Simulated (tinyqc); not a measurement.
Ways to reach the isolated limit: finite-size error of a charged defect in a periodic cell: Madelung and Makov-Payne terms. Computed by tinyqc, a small Python program. Command: `OMP_NUM_THREADS=1 python tinyqc.py 3000633 3000634 out.jsonl imagecharge walk`. One thread of a shared host (Intel(R) Xeon(R) Processor @ 2.30GHz), about 0.08 s of CPU time with the checks.

L is the cube root of the cell volume. The defect charge is a Gaussian, rho(r) = q (2 pi sigma^2)^(-3/2) exp(-r^2/2 sigma^2), repeated periodically in a uniform neutralising background and screened by a continuum. The model cell energy is E(L) = E_0 + [periodic - isolated electrostatic energy].

Inputs (values chosen for the exercise, with screening close to that of GaP): charge q = 1 e; cell length L = 13.8 angstrom; dielectric constant eps = 10.8; width sigma of the defect charge = 0.8 angstrom; formation energy of the isolated defect E_0 = 1.833 eV.

Supercell lattice: fcc. Screening: isotropic.

scatter added to the six cells, standing for numerical noise (meV): [-0.39, 2.2, -0.15, 0.75, 1.3, 0.033]

Constants: e^2/(4 pi eps_0) = 14.39964548 eV angstrom.

Method:
- Cell vectors: (0,1,1), (1,0,1), (1,1,0), scaled to volume L^3.
- Ewald sum for a unit point charge: scale each Cartesian component of the cell by 1/sqrt(eps_i), giving R', G' and V'; E = [ (1/2) sum erfc(eta R')/R' + (2 pi/V') sum exp(-G'^2/4 eta^2)/G'^2 - eta/sqrt(pi) - pi/(2 V' eta^2) ] e^2/(4 pi eps_0) / sqrt(eps_x eps_y eps_z), over n_i = -6..6, omitting n = (0,0,0), eta = 2/V'^(1/3). alpha = -2 E eps_g L/(e^2/(4 pi eps_0)), eps_g = (eps_x eps_y eps_z)^(1/3).
- Periodic energy of the Gaussian: (2 pi q^2/V) sum_(G != 0) exp(-sigma^2 G^2)/(G.eps.G) x e^2/(4 pi eps_0), n_i = -k..k with k = max(9, L/sigma rounded up). Isolated energy: q^2/(2 sqrt(pi) sigma) <1/(n.eps.n)> e^2/(4 pi eps_0), the mean over directions n, here 1/eps.
- Cells of the same shape with L scaled by 0.7, 0.85, 1, 1.25, 1.5 and 2; the scatter is added to E(L).
- The point-charge correction scales as 1/L from its value at the input L.
- Least-squares fits of E(L) to a + b/L, a + c/L^3 or a + b/L + c/L^3; the estimate is a, and errors are against E_0.

Scaling data:
```
L (angstrom)  1/L (1/angstrom)  E(L) (eV)  E(L) + point-charge correction (eV)
9.66                  0.103520    1.63923                              1.83856
11.73                 0.085251    1.67437                              1.83852
13.80                 0.072464    1.69536                              1.83489
17.25                 0.057971    1.72317                              1.83479
20.70                 0.048309    1.74189                              1.83490
27.60                 0.036232    1.76352                              1.83329
```

point-charge correction -q^2 E = 0.139527 eV

nearest image = 15.4900 angstrom

Estimates of E_0:
```
way                              estimate (eV)  error (meV)
largest cell, uncorrected               1.7635      -69.476
largest cell, point-charge term         1.8333        0.288
1/L fit, three smallest                 1.8277       -5.268
1/L fit, all six                        1.8304       -2.614
1/L^3 fit, all six                      1.7516      -81.439
1/L and 1/L^3, three smallest           1.7804      -52.563
1/L and 1/L^3, all six                  1.8310       -2.030
corrected data, 1/L^3 fit               1.8338        0.814
```

coefficient b of the full fit = -1.8589 eV angstrom

Best here: largest cell, point-charge term (+0.3 meV); worst: 1/L^3 fit, all six (-81 meV). The fitted b is 96.5 % of the Madelung value -q^2 alpha e^2/(8 pi eps_0 eps_g), so such a fit also measures the screening. The three-term fit to three small cells has no spare point and magnifies the scatter.

Extremes, crossings and ranges named in words are read from the listed rows.
